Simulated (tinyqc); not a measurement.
Free-carrier absorption and index change in the near infrared: free-carrier optics of a doped semiconductor (Drude model with one polar phonon).

eps(E) = ei [1 - Ep^2/(E^2 + i E Gam)] + (es - ei) wT^2/(wT^2 - E^2 - i E gT), with Ep^2 = 8 pi c (e^2/(4 pi eps0)) N/(m ei), c = hbar^2/2m0, N in 1/angstrom^3 (1e-24 per 1/cm^3); Gam = hbar/tau, tau = mu m m0/e with m0/e = 5.685630e-12 kg/C and mu in m^2/(V s). Energies in meV.

n + i k = sqrt(eps1 + i eps2) with k >= 0; R = ((n - 1)^2 + k^2)/((n + 1)^2 + k^2) at normal incidence from vacuum; alpha = 2 E k/(hbar c), times 1e8 for 1/cm; loss function Im(-1/eps) = eps2/(eps1^2 + eps2^2).

Constants: hbar^2/2m0 = 3.80998211 eV angstrom^2; e^2/(4 pi eps0) = 14.39964547 eV angstrom; hbar = 6.58211957e-16 eV s; hbar c = 1973.269805 eV angstrom.

Inputs chosen for the exercise (mass and dielectric values near those of GaN; N and mu are free inputs; interband absorption and the rise of the mass with filling are left out; the results hold for these values, not for the real material): N = 2.2e+17 1/cm^3 (carrier density); m = 0.195 m0 (conductivity mass); mu = 55 cm^2/(V s) (mobility); ei = 5.43 (high-frequency dielectric constant).

At the wavelengths listed E = hc/lambda (hc = 1239.841984 eV nm). Approximate forms: alpha = ei Ep^2 Gam/(E^2 sqrt(ei) hbar c) and dn = -sqrt(ei) Ep^2/(2 E^2). The phonon term is left out here.

Free carriers:

| lambda (micrometre) | E (meV) | alpha (1/cm) | alpha, approximate | dn | dn, approximate |
|---|---|---|---|---|---|
| 1.31 | 946.4 | 4.03 | 4.08 | -0.000368 | -0.000373 |
| 1.55 | 799.9 | 5.61 | 5.71 | -0.000512 | -0.000522 |
| 2.00 | 619.9 | 9.23 | 9.50 | -0.000843 | -0.000869 |
| 3.00 | 413.3 | 20.0 | 21.4 | -0.00183 | -0.00195 |
| 5.00 | 248.0 | 50.0 | 59.4 | -0.00457 | -0.00543 |
| 8.00 | 155.0 | 103 | 152 | -0.00937 | -0.0139 |
| 10.60 | 117.0 | 145 | 267 | -0.0132 | -0.0244 |

At 1.55 micrometre alpha = 5.61 1/cm and dn = -0.000512; a phase shift of pi needs a length lambda/(2 |dn|) = 1.51e+03 micrometre, over which the loss is 3.68 dB. The approximate alpha is within 5 % up to 2 micrometre of the wavelengths listed; it needs photon energies well above both Ep and Gam, which lie at 73.3 and 11.5 micrometre. Interband and intervalley absorption are left out.

Program tinyqc; command `OMP_NUM_THREADS=1 python tinyqc.py 1651367 1651368 out.jsonl`; about 0.01 s on one thread of a shared Intel(R) Xeon(R) Processor @ 2.30GHz.
